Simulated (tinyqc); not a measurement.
Eight-band Kane k.p model: one step. Derived values. Three cases, with inputs chosen for the exercise.

Task: P = sqrt(Ep c); A = 1/me - Ep (Eg + 2 Dso/3)/(Eg (Eg + Dso)) keeps the electron mass; g1' = g1 - Ep/(3 Eg), g2' = g2 - Ep/(6 Eg), g3' = g3 - Ep/(6 Eg) remove the coupling to S that the Luttinger values already hold; L = -c (g1' + 4 g2'), M = -c (g1' - 2 g2'), N = -6 c g3'. c = hbar^2/2m0.

Constants: hbar^2/2m0 = 3.80998211 eV angstrom^2.

Case 1.

Values chosen (near those of AlAs; shifted at random, so the results belong to these values and not to a real crystal): Eg = 3.117 eV (gap at Gamma to the s-like level); Dso = 0.28 eV (spin-orbit splitting); Ep = 21.1 eV (Kane energy); me = 0.1492 m0 (electron mass at Gamma); g1 = 3.76 (Luttinger gamma1); g2 = 0.82 (gamma2); g3 = 1.42 (gamma3).

Case 2.

Values chosen (near those of InSb; shifted at random, so the results belong to these values and not to a real crystal): Eg = 0.237 eV (gap at Gamma to the s-like level); Dso = 0.813 eV (spin-orbit splitting); Ep = 23.4 eV (Kane energy); me = 0.0136 m0 (electron mass at Gamma); g1 = 34.82 (Luttinger gamma1); g2 = 15.48 (gamma2); g3 = 16.46 (gamma3).

Case 3.

Values chosen (near those of AlAs; shifted at random, so the results belong to these values and not to a real crystal): Eg = 3.143 eV (gap at Gamma to the s-like level); Dso = 0.278 eV (spin-orbit splitting); Ep = 21.5 eV (Kane energy); me = 0.15 m0 (electron mass at Gamma); g1 = 3.76 (Luttinger gamma1); g2 = 0.81 (gamma2); g3 = 1.42 (gamma3).

Give: P; A; g1', g2', g3'; L, M, N.

Result:

Case 1.

P = 8.9661 eV angstrom
A = 0.1191

g1', g2', g3': 1.5036  -0.3082  0.2918

L, M, N (eV angstrom^2): -1.0312  -8.0772  -6.6700

The coupling to the valence bands supplies 6.58, against 1/me = 6.70; A makes up the difference. A > 0 and L, M < 0: every diagonal term bends away from the gap.

Case 2.

P = 9.4421 eV angstrom
A = 0.2781

g1', g2', g3': 1.9086  -0.9757  0.0043

L, M, N (eV angstrom^2): 7.5978  -14.7065  -0.0984

The coupling to the valence bands supplies 73.25, against 1/me = 73.53; A makes up the difference. The diagonal term in L bends towards the gap, so the set should be tested for spurious states at large k.

Case 3.

P = 9.0507 eV angstrom
A = 0.0114

g1', g2', g3': 1.4798  -0.3301  0.2799

L, M, N (eV angstrom^2): -0.6073  -8.1534  -6.3985

The coupling to the valence bands supplies 6.66, against 1/me = 6.67; A makes up the difference. A > 0 and L, M < 0: every diagonal term bends away from the gap.

Computed by tinyqc, one run a case: `OMP_NUM_THREADS=1 python tinyqc.py N N+1 out.jsonl` with N = 1050044, 1050058, 1050128; one thread of a shared Intel(R) Xeon(R) Processor @ 2.30GHz, about 0.08 s a run at most.
